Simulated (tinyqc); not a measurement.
What moves the results: armchair graphene nanoribbon in tight binding. A value that a table varies takes the place of the one given here.

An armchair ribbon of N dimer lines, width (N - 1) sqrt3 acc/2, period 3 acc, one pz orbital a site. In line n, A_n binds to B_n with -t exp(ik/3), times (1 + d) in the two edge lines, and to B_(n-1) and B_(n+1) with -t exp(-ik/6); k runs from -pi to pi. For d = 0 the modes across the ribbon are sin(n p pi/(N + 1)), p = 1 to N, with E = -/+ t sqrt(1 + 4 c^2 + 4 c cos(k/2)), c = cos(p pi/(N + 1)).

Constants: hbar^2/2m0 = 3.80998211 eV angstrom^2.

Parameters, chosen for this exercise (near those used for graphene; not measured data): t = 2.61 eV (hopping); acc = 1.42 angstrom (bond length); N0 = 14 (first width); d1 = 0.12 (edge correction); N = 3 (dimer lines); d = 0.17 (relative strengthening of the edge bonds); k = 2.19 (k times the period 3 acc).

## Three families of gaps

Nine widths from N0 on, gaps at k = 0 with d = 0 and d = d1.

Gaps:

| N | family | width (angstrom) | gap, d = 0 (eV) | gap, d1 (eV) | gap x (N + 1) sqrt3 acc/2 (eV angstrom) |
|---|---|---|---|---|---|
| 14 | 3p+2 | 15.99 | 0.0000 | 0.1193 | 2.20 |
| 15 | 3p | 17.22 | 0.5802 | 0.4777 | 9.40 |
| 16 | 3p+1 | 18.45 | 0.5665 | 0.6793 | 14.20 |
| 17 | 3p+2 | 19.68 | 0.0000 | 0.0992 | 2.20 |
| 18 | 3p | 20.91 | 0.4901 | 0.4027 | 9.41 |
| 19 | 3p+1 | 22.14 | 0.4803 | 0.5752 | 14.15 |
| 20 | 3p+2 | 23.37 | 0.0000 | 0.0849 | 2.19 |
| 21 | 3p | 24.60 | 0.4243 | 0.3481 | 9.42 |
| 22 | 3p+1 | 25.82 | 0.4169 | 0.4987 | 14.10 |

Without edge correction the 3p+2 ribbons have no gap and the other two families nearly share one curve. With it the mean of the last column is 14.15 for 3p+1, 9.41 for 3p and 2.20 eV angstrom for 3p+2: the stronger edge bonds raise the gap of 3p+1, lower that of 3p and open one in 3p+2. Within a family the gap falls about as 1/width. One-electron gaps of this kind leave out the self-energy and exciton terms, which are large in narrow ribbons.

## Mass and gap go together

Nine widths from N0 on. Lowest conduction band for d = d1: m/m0 = c q^2/(E(q) - E(0)) with q = h/(3 acc), h = 0.001, c = hbar^2/2m0. Dirac rule: m = Eg/(2 v^2), that is m/m0 = c Eg/(hbar v)^2 with hbar v = 3 t acc/2.

Masses:

| N | gap (eV) | mass (m0) | Dirac rule (m0) |
|---|---|---|---|
| 14 | 0.1193 | 0.0144 | 0.0147 |
| 15 | 0.4777 | 0.0521 | 0.0589 |
| 16 | 0.6793 | 0.0921 | 0.0837 |
| 17 | 0.0992 | 0.0120 | 0.0122 |
| 18 | 0.4027 | 0.0447 | 0.0496 |
| 19 | 0.5752 | 0.0768 | 0.0709 |
| 20 | 0.0849 | 0.0103 | 0.0105 |
| 21 | 0.3481 | 0.0392 | 0.0429 |
| 22 | 0.4987 | 0.0659 | 0.0615 |

The ratio of mass to the Dirac rule runs from 0.88 (N = 15) to 1.10 (N = 16). Its mean is 0.90 for N = 3p, 1.09 for 3p+1 and 0.98 for 3p+2: the lowest modes of 3p and 3p+1 lie on opposite sides of the Dirac point, where the velocity along the ribbon differs. The largest gap (N = 16) and the heaviest mass (N = 16) belong to one ribbon.

## What each parameter does

Gap at k = 0, lowest positive level at k, and highest level at k = 0. Each row changes one parameter from the base and keeps the others.

Results:

| case | gap (eV) | lowest level at k (eV) | top of the band (eV) |
|---|---|---|---|
| base | 1.7318 | 3.0537 | 6.5296 |
| t = 2.74 eV | 1.8181 | 3.2058 | 6.8548 |
| N = 4 | 2.6220 | 2.6079 | 6.9627 |
| d = 0.22 | 1.6103 | 3.1842 | 6.5993 |
| k = 1.752 | 1.7318 | 2.8620 | 6.5296 |

The largest shifts from the base row, up to three for each result and ties (the steps differ in size, so this ranks the rows, not the parameters). gap (eV): N +0.8902, d -0.1215, t +0.0863; unchanged at the printed digits by k. lowest level at k (eV): N -0.4458, k -0.1917, t +0.1521. top of the band (eV): N +0.4331, t +0.3252, d +0.0697; unchanged at the printed digits by k.

Program tinyqc; command `OMP_NUM_THREADS=1 python tinyqc.py 1480615 1480616 out.jsonl`; about 0.02 s on one thread of a shared Intel(R) Xeon(R) Processor @ 2.30GHz.
